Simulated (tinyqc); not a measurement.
Model-solid line-up of a strained alloy layer on a substrate, step by step. Values are carried at full precision from step to step, so a last printed digit may differ when a step is redone from the rounded ones.

All values of the alloy are linear in x but the gap, Eg(x) = (1 - x) Eg_A + x Eg_B - C x (1 - x), and the valence edge, Ev(x) = (1 - x) Ev_A + x Ev_B + fv C x (1 - x); Ec = Ev + Eg. Ev is the top of the unstrained valence band on a scale common to all materials. In the layer only the Gamma valley of the conduction band is followed, also where an X or L valley would lie lower.

Parameters, chosen for this exercise (A near GaAs, B near GaP, substrate near Ge; not measured data):
```
symbol  value           unit      meaning
a       (5.66, 5.457)   angstrom  lattice constant of A, B
Eg      (1.512, 2.914)  eV        gap at Gamma to the s-like level of A, B
Dso     (0.341, 0.079)  eV        spin-orbit splitting of A, B
Ev      (-0.8, -1.28)   eV        top of the unstrained valence band of A, B
ac      (-7.14, -8.11)  eV        conduction deformation potential of A, B
av      (1.15, 1.72)    eV        valence hydrostatic potential of A, B
b       (-2, -1.61)     eV        tetragonal shear potential of A, B
d       (-4.84, -4.59)  eV        trigonal shear potential of A, B
C11     (123.3, 139.7)  GPa       of A, B
C12     (57, 61.2)      GPa       of A, B
C44     (59.3, 69.5)    GPa       of A, B
C       0.213           eV        bowing of the gap
fv      0                         share of the bowing taken by the valence edge
x       0.17                      fraction of B
a_s     5.665           angstrom  substrate
face    001                       growth face
Eg_s    0.749           eV        lowest gap of the substrate
Ev_s    -0.35           eV        substrate valence edge
```

## Values of the alloy

Interpolate.

Alloy at x (a in angstrom, C11, C12, C44 in GPa, all else in eV):
```
symbol     value
a         5.6255
Eg        1.7203
Dso       0.2965
Ev       -0.8816
ac       -7.3049
av        1.2469
b        -1.9337
d        -4.7975
C11     126.0880
C12      57.7140
C44      61.0340
```

## Strain on the (001) substrate

Coherent growth on a (001) face: e_par = (a_s - a)/a, e_perp = -2 (C12/C11) e_par; exx = eyy = e_par, ezz = e_perp, no shear.

Use the values of the alloy.

e_par = 0.007023
e_perp = -0.006430

strain tensor in the cubic axes:
```
          x         y          z
x  0.007023  0.000000   0.000000
y  0.000000  0.007023   0.000000
z  0.000000  0.000000  -0.006430
```

The layer is under tension in the plane; its volume changes by +0.762 %.

## Strained band edges

Strained edges: Ec + ac tr(e); the valence edges are Ev plus the levels of the 6 x 6 matrix of X, Y, Z times spin with -Dso/3 + l exx + m (eyy + ezz) on the diagonal (cyclic), n exy off it, l = av + 2 b, m = av - b, n = sqrt(3) d. Spin-orbit term (Dso/3) L.sigma on X, Y, Z with (L_k)_ij = -i epsilon_kij: <X+|H|Y+> = -i Dso/3, <X+|H|Z-> = Dso/3, <Y+|H|Z-> = -i Dso/3, <Z+|H|X-> = -Dso/3, <Z+|H|Y-> = i Dso/3, <X-|H|Y-> = i Dso/3, and their conjugates; + and - are the spin along z.

Give the hydrostatic shifts, the strain block and the edges.

ac tr(e), av tr(e) (eV): -0.0556  0.0095

strain block (eV), lower triangle:
```
         X        Y       Z
X  -0.0165
Y        0  -0.0165
Z        0        0  0.0615
```

Ec and the three valence edges from the top (eV): 0.7830  -0.8419  -0.8981  -1.1727

strained gap = 1.6250 eV

Strain moves the gap by -95 meV: -65 meV from the volume and -30 meV from the splitting of the valence edge, which always raises the top.

## Offsets against the substrate material

dEc = Ec(substrate) - Ec(layer), dEv = Ev(layer) - Ev(substrate); positive values confine the carrier in the layer. Type I: both of one sign; type II: opposite signs; type III: the gaps do not overlap.

Give also the smallest gap across the interface, min Ec - max Ev.

dEc = -0.3840 eV
dEv = -0.4919 eV

type: I

smallest gap = 0.7490 eV

Both carriers collect in the substrate material; the conduction band takes 44 % of the gap difference. Where the alloy is indirect its X or L edge, left out, lies lower and changes dEc.

## Critical thickness (Matthews-Blakeslee, single layer)

h = K (ln(h/b) + 1) with K = b (1 - nu/4)/(4 pi |e_par| (1 + nu)) for 60-degree dislocations, b = a/sqrt(2) the Burgers vector (not the shear potential of the table), nu = C12/(C11 + C12). Iterate from h = 10 b until h changes by less than 1e-6 of itself.

b (Burgers vector) = 3.9778 angstrom
nu = 0.3140
K = 31.61 angstrom

first iterates (angstrom): 39.8  104.4  134.9  143.0  144.8  145.2

critical thickness = 14.53 nm

Thicker layers can relax, and the strained edges then no longer apply; metastable growth often exceeds this equilibrium value.

## Checks

- Valence edges against the closed form for (001) strain: they agree to 1e-10 or better.

Program tinyqc; command `OMP_NUM_THREADS=1 python tinyqc.py 1050644 1050645 out.jsonl`; about 0.01 s on one thread of a shared Intel(R) Xeon(R) Processor @ 2.30GHz.
